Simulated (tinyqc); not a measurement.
Threshold of a short bulk MOSFET: charge sharing, barrier lowering, narrow width: two steps of the calculation.

n-channel device on a p-type body, depletion approximation, full ionisation. Uniform doping N = Na. Vbi from Boltzmann statistics is rough for the degenerate source. Cox = eps0 eox/tox.

Values chosen for this exercise; band and dielectric values close to those of silicon:
- T = 300 K (temperature)
- Eg = 1.11 eV (band gap)
- eps_r = 11.9 (relative permittivity)
- Nc = 2.76e19 cm^-3 (conduction-band density of states at T)
- Nv = 2.69e19 cm^-3 (valence-band density of states at T)
- eox = 3.9 (relative permittivity of the gate insulator (close to silicon dioxide))
- tox = 11 nm (insulator thickness)
- Na = 8.4e16 cm^-3 (channel doping)
- Nsd = 1e20 cm^-3 (source and drain doping)
- Vfb = -0.87 V (flat-band voltage for the doping Na)
- xj = 98 nm (junction depth)
- Vbs = -1 V (body-source voltage)
- Vds = 1.2 V (drain-source voltage)
- W = 670 nm (gate width)
- xw = 1.5708 (shape factor of the fringing depletion at the width edges)
- L = 590 nm (channel length)

Constants: q = 1.602176634e-19 C, kB = 1.380649e-23 J/K, Vt = kB T/q, eps0 = 8.8541878128e-14 F/cm where lengths are in cm. Results are converted to the units shown.

Problem 1. Long-channel threshold and scales. ni = sqrt(Nc Nv) exp(-Eg/(2 Vt)), Eg in volts; 2 pB = 2 Vt ln(N/ni); flat band Vfb - Vt ln(N/Na); Wd = sqrt(2 eps0 eps_r (2 pB - Vbs)/(q N)); body term q N Wd/Cox; long-channel VT0 = flat band + 2 pB + body term; Vbi = Vt ln(N Nsd/ni^2); scale length l = sqrt((eps_r/eox) tox Wd).

Wanted: N; 2 pB; flat band; Wd; body term; VT0; Vbi; l.

Solution 1.

N = 8.4000e16 cm^-3
2 pB = 0.81105 V
flat band = -0.87000 V
Wd = 168.40 nm
body term = 0.72194 V
VT0 = 0.66299 V
Vbi = 0.99414 V
l = 75.180 nm

Problem 2. Short-channel and narrow-width shifts. Charge sharing (trapezoid; it ignores Vds): F = (xj/L)(sqrt(1 + 2 Wd/xj) - 1), lowering = body term times F. Barrier lowering: th = exp(-L/(2 l)) + 2 exp(-L/l), lowering = th [2 (Vbi - 2 pB) + Vds], DIBL = th. Narrow width: rise = body term times xw Wd/W. VT by each model = VT0 - lowering + rise.

2 pB = 0.81105215 V
Wd = 168.39666 nm
body term = 0.72194234 V
VT0 = 0.66299449 V
Vbi = 0.99413882 V
l = 75.180336 nm

Wanted: F; lowering by charge sharing; th; lowering of the barrier; DIBL; narrow-width rise; VT, charge sharing; VT, barrier lowering.

Solution 2.

F = 0.1838
lowering by charge sharing = 132.7 mV
th = 0.02055
lowering of the barrier = 32.18 mV
DIBL = 20.55 mV/V
narrow-width rise = 285.0 mV
VT, charge sharing = 0.8154 V
VT, barrier lowering = 0.9158 V

L is 7.85 scale lengths. The charge-sharing lowering is 4.12 times the barrier lowering; the first falls off as 1/L and the second exponentially. Both describe the same loss of gate control, so they are alternatives and are not added.

tinyqc, about 0.01 s, one thread, Intel Xeon 2.30GHz (shared host): `OMP_NUM_THREADS=1 python tinyqc.py 2002165 2002166 out.jsonl`
